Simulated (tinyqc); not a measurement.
What each parameter does: two-band k.p model of the X valleys of a zinc-blende crystal.

k along the valley axis, counted from X, c = hbar^2/2m0, e = c k^2/ml. H = [[e - D/2, i P k], [-i P k, e + D/2]] with P^2 = D0 c/ml, so E = e -/+ sqrt(D^2/4 + D0 e). For D = 0 (diamond lattice) the bands cross at X.

With x = D/D0: for x < 1 the minima lie at k_m = sqrt(ml D0 (1 - x^2)/(4 c)), the hump at X has the height dE = (D0/4)(1 - x)^2 and the mass at the minimum is ml/(1 - x^2); the mass at X is ml/(1 - 1/x), negative for x < 1. For x > 1 the minimum is at X.

Thermal masses along the axis for one X point, lower band, E from the minimum, on 1601 points from -0.8 to 0.8 1/angstrom: density-of-states mass m_d = c I^2/(pi kT), I = integral of exp(-E/kT) dk; conductivity mass m_c = 2 c kT/<(dE/dk)^2> with central differences.

Constants: hbar^2/2m0 = 3.80998211 eV angstrom^2; kB = 8.617333262e-05 eV/K.

Parameters, chosen for this exercise (of the order of those of GaP; not measured data): D = 0.328 eV (splitting of the two conduction levels at X); D0 = 0.397 eV (coupling energy); ml = 0.921 m0 (mass along the axis from remote bands); T = 150 K (temperature).

Shape of the lower band and thermal masses.

One parameter was then changed.

Results before and after:

| case | k_m (1/angstrom) | dE (meV) | m_d (m0) | m_c (m0) |
|---|---|---|---|---|
| base | 0.0873 | 2.998 | 8.270 | 3.368 |
| changed | 0.0886 | 2.998 | 8.518 | 3.469 |

Which of these changes was made? (a) D = 0.3378 eV; (b) D0 = 0.3851 eV; (c) ml = 0.9486 m0; (d) T = 154.5 K.
Answer: (c) ml = 0.9486 m0. Of the candidates, run in turn, only this one gives the changed row.

All candidates:

| case | k_m (1/angstrom) | dE (meV) | m_d (m0) | m_c (m0) |
|---|---|---|---|---|
| base | 0.0873 | 2.998 | 8.270 | 3.368 |
| D = 0.3378 eV | 0.0814 | 2.207 | 8.216 | 3.453 |
| D0 = 0.3851 eV | 0.0799 | 2.117 | 8.092 | 3.424 |
| ml = 0.9486 m0 | 0.0886 | 2.998 | 8.518 | 3.469 |
| T = 154.5 K | 0.0873 | 2.998 | 8.158 | 3.342 |

Computed by tinyqc, a small Python program: `OMP_NUM_THREADS=1 python tinyqc.py 1880193 1880194 out.jsonl` (the numbers bound the seed that draws the inputs); one thread of a shared host (Intel(R) Xeon(R) Processor @ 2.30GHz), about 0.01 s for the whole set of steps.
